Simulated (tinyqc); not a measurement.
What each parameter does: six-band k.p model of the valence band of a wurtzite crystal.

At k = 0: E1 = D1c + D2c + Te + Le (pure HH); E2, E3 = Le + u +/- sqrt(u^2 + 2 D3c^2), u = (D1c - D2c + Te)/2, D1c = Dcr, D2c = D3c = Dso/3. The weight of LH in state 2 is fL = (E2 - Le)^2/((E2 - Le)^2 + 2 D3c^2). Relative strengths of transitions to the conduction band: for E perpendicular to c (TE) 1/2, fL/2, (1 - fL)/2; for E along c (TM) 0, 1 - fL, fL, with one momentum element for both directions.

Strain of a c-plane layer: exx = eyy = e_par, ezz = -2 (C13/C33) e_par; Le = D1 ezz + D2 (exx + eyy), Te = D3 ezz + D4 (exx + eyy).

Conduction edge: Ec = (top of the unstrained valence band) + Eg + (a1 + D1) ezz + (a2 + D2)(exx + eyy).

Parameters, chosen for this exercise (near those of AlGaN; the results hold for these values, not for the real material):
- Dcr = -0.0358 eV (crystal-field splitting)
- Dso = 0.0184 eV (spin-orbit splitting)
- Eg = 4.169 eV (direct gap at Gamma from the top of the unstrained valence band)
- a1 = -4.65 eV (gap potential along c)
- a2 = -11.83 eV (gap potential in the plane)
- D1 = -6.84 eV
- D2 = 5.15 eV
- D3 = 8.65 eV
- D4 = -3.96 eV
- C13 = 107 GPa
- C33 = 400 GPa
- e_par = 0.0059 (exx = eyy of a c-plane layer)

Splittings at k = 0 under the strain, fL and the lowest transition.

Results for these values:

| case | E1 - E2 (meV) | E1 - E3 (meV) | fL | lowest transition (eV) |
|---|---|---|---|---|
| base | -104.34 | 12.91 | 0.0055 | 4.0452 |

What happens to each result for D2 = 6.18 eV, all else kept?

Answer: E1 - E2 does not change at the printed digits; E1 - E3 does not change at the printed digits; fL does not change at the printed digits; lowest transition does not change at the printed digits.

The same for each parameter in turn:

| case | E1 - E2 (meV) | E1 - E3 (meV) | fL | lowest transition (eV) |
|---|---|---|---|---|
| base | -104.34 | 12.91 | 0.0055 | 4.0452 |
| e_par = 0.00472 | -89.63 | 13.01 | 0.0072 | 4.0701 |
| D4 = -3.168 eV | -95.05 | 12.97 | 0.0065 | 4.0451 |
| a2 = -9.464 eV | -104.34 | 12.91 | 0.0055 | 4.0731 |
| D2 = 6.18 eV | -104.34 | 12.91 | 0.0055 | 4.0452 |
| C13 = 85.6 GPa | -98.91 | 12.94 | 0.0060 | 4.0422 |
| Dso = 0.01472 eV | -105.34 | 10.23 | 0.0036 | 4.0448 |
| D3 = 10.38 eV | -109.78 | 12.88 | 0.0050 | 4.0452 |
| a1 = -5.58 eV | -104.34 | 12.91 | 0.0055 | 4.0481 |

D1 and D2 shift all valence edges and the conduction edge alike, so they drop out of splittings and transitions.

(tinyqc, `OMP_NUM_THREADS=1 python tinyqc.py 1051148 1051149 out.jsonl`, Intel(R) Xeon(R) Processor @ 2.30GHz, 1 thread, shared host, about 0.01 s.)
